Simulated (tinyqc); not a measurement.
Geometry optimisation on the PBE/6-31g surface (energies and gradients from PySCF), for H3+, spin multiplicity 1, step by step. Computed by tinyqc, a small Python program that keeps every step (integrals from PySCF). Settings: charge = 1, multiplicity = 1, basis = 6-31g, functional = pbe,pbe, optimiser = bfgs, first Hessian = 1.0, largest step = 0.5, iteration cap = 30. Command: `OMP_NUM_THREADS=1 python tinyqc.py 26035 26036 out.jsonl` (the two numbers bound the seeds that draw the settings). One thread of a shared host (Intel(R) Xeon(R) Processor @ 2.60GHz), about 7 s of CPU time with the checks.

## Step 1: energy and gradient

positions at the start (bohr):
```
           x         y         z
1H  -0.06236  -0.01323   0.00000
2H  -0.01134  -0.03402   1.53635
3H   0.06236   0.07937  -1.40785
```

Self-consistent energy and analytic gradient at these positions.

energy = -1.2675830 hartree

gradient (hartree/bohr):
```
             x           y           z
1H   0.0056850   0.0034145  -0.0351445
2H  -0.0011285  -0.0003718  -0.0040410
3H  -0.0045565  -0.0030427   0.0391856
```

## Step 1: move

Quasi-Newton step p = -H^(-1) g (first H = 1 times the unit matrix); steps longer than 0.5 bohr are cut back.

positions after step 1 (bohr):
```
           x         y         z
1H  -0.06805  -0.01664   0.03514
2H  -0.01021  -0.03364   1.54039
3H   0.06692   0.08241  -1.44703
```

## Step 2: energy and gradient

As before.

energy = -1.2694070 hartree

gradient (hartree/bohr):
```
             x           y           z
1H   0.0040559   0.0018457  -0.0038184
2H  -0.0015246  -0.0003148  -0.0122102
3H  -0.0025314  -0.0015309   0.0160287
```

## Step 2: move

inverse Hessian in use (bohr^2/hartree), lower triangle:
```
          1         2         3         4         5         6         7         8
1   1.01974
2   0.01018   1.00511
3  -0.06171  -0.02671   1.00859
4  -0.00596  -0.00325   0.02487   1.00159
5  -0.00143  -0.00075   0.00490   0.00042   1.00010
6  -0.04050  -0.02313   0.20749   0.00949   0.00275   1.04760
7  -0.01378  -0.00693   0.03684   0.00437   0.00101   0.03101   1.00941
8  -0.00875  -0.00436   0.02180   0.00283   0.00065   0.02038   0.00592   1.00371
9   0.10221   0.04984  -0.21608  -0.03436  -0.00765  -0.25509  -0.06784  -0.04219

         9
9  1.47117
```

Quasi-Newton step p = -H^(-1) g (the inverse Hessian comes from BFGS updates; coordinates in the order x, y, z of each atom); steps longer than 0.5 bohr are cut back.

positions after step 2 (bohr):
```
           x         y         z
1H  -0.07463  -0.01975   0.04546
2H  -0.00788  -0.03314   1.55839
3H   0.07116   0.08502  -1.47535
```

## Step 3: energy and gradient

As before.

energy = -1.2699666 hartree

gradient (hartree/bohr):
```
             x           y           z
1H   0.0032791   0.0012867   0.0043126
2H  -0.0015745  -0.0003805  -0.0106146
3H  -0.0017046  -0.0009062   0.0063021
```

## Step 3: move

inverse Hessian in use (bohr^2/hartree), lower triangle:
```
          1         2         3         4         5         6         7         8
1   1.12130
2   0.05496   1.02475
3  -0.10539  -0.04232   0.89607
4  -0.04740  -0.02169   0.04885   1.01821
5  -0.01122  -0.00513   0.01146   0.00430   1.00101
6  -0.32783  -0.15010   0.34185   0.12622   0.03026   1.85959
7  -0.07390  -0.03327   0.05654   0.02919   0.00692   0.20161   1.04471
8  -0.04373  -0.01961   0.03086   0.01738   0.00413   0.11984   0.02635   1.01549
9   0.43322   0.19242  -0.23792  -0.17507  -0.04172  -1.20144  -0.25815  -0.15070

         9
9  2.43935
```

As before.

positions after step 3 (bohr):
```
           x         y         z
1H  -0.08437  -0.02398   0.04733
2H  -0.00379  -0.03216   1.58616
3H   0.07683   0.08827  -1.50499
```

## Convergence

Stop when the largest gradient component is below 3e-5 hartree/bohr. The inverse Hessian follows the BFGS update with s = step, y = change of gradient.

Course of the optimisation:

| step | E (hartree) | largest gradient (hartree/bohr) |
|---|---|---|
| 1 | -1.2675830 | 3.92e-02 |
| 2 | -1.2694070 | 1.60e-02 |
| 3 | -1.2699666 | 1.06e-02 |
| 4 | -1.2702998 | 5.37e-03 |
| 5 | -1.2703653 | 2.87e-03 |
| 6 | -1.2703914 | 2.39e-03 |
| 7 | -1.2704225 | 2.79e-03 |
| 8 | -1.2705109 | 7.22e-03 |
| 9 | -1.2710829 | 2.42e-02 |
| 10 | -1.2684172 | 5.11e-02 |
| 11 | -1.2714657 | 2.93e-02 |
| 12 | -1.2718862 | 3.38e-02 |
| 13 | -1.2724171 | 3.84e-02 |
| 14 | -1.2730727 | 4.25e-02 |
| 15 | -1.2738813 | 4.61e-02 |
| 16 | -1.2748803 | 4.92e-02 |
| 17 | -1.2761094 | 5.20e-02 |
| 18 | -1.2776103 | 5.46e-02 |
| 19 | -1.2794233 | 5.70e-02 |
| 20 | -1.2815821 | 5.92e-02 |
| 21 | -1.2841035 | 6.10e-02 |
| 22 | -1.2869765 | 6.23e-02 |
| 23 | -1.2901428 | 6.30e-02 |
| 24 | -1.2934878 | 6.27e-02 |
| 25 | -1.2966999 | 6.13e-02 |
| 26 | -1.3026704 | 4.49e-02 |
| 27 | -1.3075450 | 4.30e-02 |
| 28 | -1.3103342 | 3.07e-02 |
| 29 | -1.3136004 | 2.41e-02 |
| 30 | -1.3164413 | 1.58e-02 |

Distances after the last move, whose energy is not in the table (angstrom):

| pair | distance |
|---|---|
| 2H-1H | 0.82933 |
| 3H-1H | 0.88010 |
| 3H-2H | 0.89094 |

Not converged within 30 steps: the energy rises at some steps, so steps overshoot. Reruns: method bfgs, first Hessian 0.6, largest step 0.3: converged in 20 (E = -1.31835).
